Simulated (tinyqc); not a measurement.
# Planar ballistic transistor, top-of-the-barrier model: what changes with what

At the top of the source barrier, states moving towards the drain are filled by the source (Fermi level 0) and states moving back by the drain (Fermi level -q Vd); nothing scatters. U is the shift of the band edge there, set by the capacitances CG, CD and CS (the total) and by the charge. Parabolic two-dimensional band; the source is grounded.

Parameters, values chosen for the exercise; mass and valleys close to those of silicon (two valleys): temperature T = 300 K; effective mass m = 0.192 m0; valley degeneracy gv = 2; relative permittivity of the gate insulator eox = 22; insulator thickness tox = 1.3 nm; gate control CG/CS aG = 0.95; drain control CD/CS aD = 0.022; band edge at the barrier top above the source Fermi level at zero bias E0 = 0.37 eV.

Constants: q = 1.602176634e-19 C, kB = 1.380649e-23 J/K, hbar = 1.054571817e-34 J s, m0 = 9.1093837015e-31 kg, Vt = kB T/q, eps0 = 8.8541878128e-14 F/cm where lengths are in cm. Results are converted to the units shown.

Each table varies one quantity; the others keep the values above.

## Effect of the valley degeneracy

N0 = gv m kB T/(pi hbar^2), CG = eps0 eox/tox, vT = sqrt(2 kB T/(pi m)), CS = CG/aG, n0 = n at U = 0 and Vd = 0. eta1 = -(E0 + U)/Vt, eta2 = eta1 - Vd/Vt, n = (N0/2)[F_0(eta1) + F_0(eta2)], F_0(x) = ln(1 + exp x). U = UL + q (n - n0)/CS with UL = -(aG Vg + aD Vd), energies in eV. I = q (N0/2) vT [F_(1/2)(eta1) - F_(1/2)(eta2)] per width, F_(1/2)(x) = (2/sqrt(pi)) int_0^infinity u^(1/2)/(1 + exp(u - x)) du. CQ = (q/Vt) dn/d(eta1). E0 is held fixed.

In this table Vg = 0.8 V, Vd = 0.8 V.

Effect of the valley degeneracy:
```
gv   eta1  n (cm^-2)  I (uA/um)  mean velocity I/(q n) (cm/s)   CQ/CS
1   11.20   1.161e13       5810                       3.122e7  0.4074
2   8.688   1.801e13       7988                       2.768e7  0.8146
3   7.095   2.207e13       8916                       2.522e7   1.221
4   5.995   2.487e13       9326                       2.341e7   1.625
6   4.571   2.849e13       9554                       2.093e7   2.419
```

What does the comparison show?

As gv goes from 1 to 6, n rises from 1.16e13 to 2.85e13 cm^-2, the mean velocity falls from 3.12e7 to 2.09e7 cm/s and the current rises from 5810 to 9550 uA/um. CQ/CS goes from 0.41 to 2.4.

## Effect of the effective mass

Same model as above.

CQ = (q/Vt) dn/d(eta1). E0 is held fixed.

In this table Vg = 0.8 V, Vd = 0.8 V.

Effect of the effective mass:
```
m (m0)   eta1  n (cm^-2)  I (uA/um)  mean velocity I/(q n) (cm/s)    CQ/CS
0.02    14.53   3.139e12       5519                       1.097e8  0.08487
0.032   13.88   4.797e12       6521                       8.484e7   0.1358
0.05    13.01   7.023e12       7399                       6.576e7   0.2122
0.08    11.77   1.017e13       8070                       4.953e7   0.3395
0.13    10.16   1.427e13       8277                       3.621e7   0.5516
0.2     8.529   1.842e13       7934                       2.688e7   0.8485
0.32    6.686   2.311e13       7042                       1.902e7    1.356
0.5     5.046   2.728e13       5897                       1.349e7    2.108
0.8     3.566   3.105e13       4657                       9.361e6    3.301
```

As m goes from 0.02 to 0.8 m0, n rises from 3.14e12 to 3.11e13 cm^-2, the mean velocity falls from 1.10e8 to 9.36e6 cm/s and the current goes from 5520 through a maximum of 8280 (at m = 0.13 m0 among the rows listed) to 4660 uA/um. CQ/CS goes from 0.085 to 3.3. A light mass gives fast carriers but too few states, a heavy one charge but slow carriers, hence the maximum between. For m = 0.02 to 0.08 m0 the source Fermi level lies over 0.3 eV above the band edge, where a light band is no longer parabolic.

Numbers from tinyqc (`OMP_NUM_THREADS=1 python tinyqc.py 2400130 2400131 out.jsonl`; about 0.01 s on one thread of a shared Intel Xeon 2.30GHz).
